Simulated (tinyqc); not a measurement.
Carrier lifetime of a p-type layer with SRH, radiative, Auger and surface recombination: two steps of the calculation.

Uniform excess density dn = dp (no trapping), n = n0 + dn, p = p0 + dn, Boltzmann statistics, full ionisation. Surfaces enter as a rate 2 S dn/d, which holds while diffusion to them is fast.

Values chosen for this exercise; band and dielectric values close to those of silicon: temperature T = 300 K; radiative coefficient B = 4.77e-15 cm^3/s; Auger coefficient (two electrons) Cn = 2.7e-31 cm^6/s; Auger coefficient (two holes) Cp = 1.3e-31 cm^6/s; surface recombination velocity (both faces) S = 0 cm/s; sample thickness d = 10 um; generation rate G = 3.6e20 cm^-3 s^-1.

Constants: q = 1.602176634e-19 C, kB = 1.380649e-23 J/K, Vt = kB T/q. Results are converted to the units shown.

Problem 1. New dn. With e = n p - ni^2 = dn (n0 + p0 + dn): U_SRH = e/(tp0 (n + n1) + tn0 (p + p1)), U_rad = B e, U_Aug = (Cn n + Cp p) e, U_s = 2 S dn/d. Newton step on ln U(ln dn) = ln G, U the sum: k = d ln U/d ln dn (central difference over factors 1.0001), dn(new) = dn (G/U)^(1/k).

dn at the start = 7e15 cm^-3
n0 = 42680.064 cm^-3
p0 = 1.8000000e15 cm^-3
n1 = 3.7065094e13 cm^-3
p1 = 2.0726810e6 cm^-3
tn0 = 5.2410901e-5 s
tp0 = 5.2410901e-5 s

Find: U_SRH; U_rad; U_Aug; U_s; k; dn after iteration 1.

Solution 1.

U_SRH = 7.4214e19 cm^-3 s^-1
U_rad = 2.9383e17 cm^-3 s^-1
U_Aug = 1.8689e17 cm^-3 s^-1
U_s = 0 cm^-3 s^-1
k = 0.91945
dn after iteration 1 = 3.8721e16 cm^-3

Problem 2. Lifetime, shares and quasi-Fermi splitting. tau = dn/U, shares of U, splitting Vt ln(n p/ni^2), radiative efficiency U_rad/U.

converged dn = 3.4423488e16 cm^-3
ni = 8.7649367e9 cm^-3
n0 = 42680.064 cm^-3
p0 = 1.8000000e15 cm^-3
n1 = 3.7065094e13 cm^-3
p1 = 2.0726810e6 cm^-3
tn0 = 5.2410901e-5 s
tp0 = 5.2410901e-5 s

Wanted: tau; shares; quasi-Fermi splitting.

Solution 2.

tau = 9.562e-5 s
shares (%): SRH 93.50, radiative 1.65, Auger 4.85, surface 0.00
quasi-Fermi splitting = 0.7864 V

SRH recombination takes the largest share. dn is 19 times the doping: high injection.

Program tinyqc, `OMP_NUM_THREADS=1 python tinyqc.py 2300148 2300149 out.jsonl`; Intel Xeon 2.30GHz, shared host, one thread, about 0.01 s.
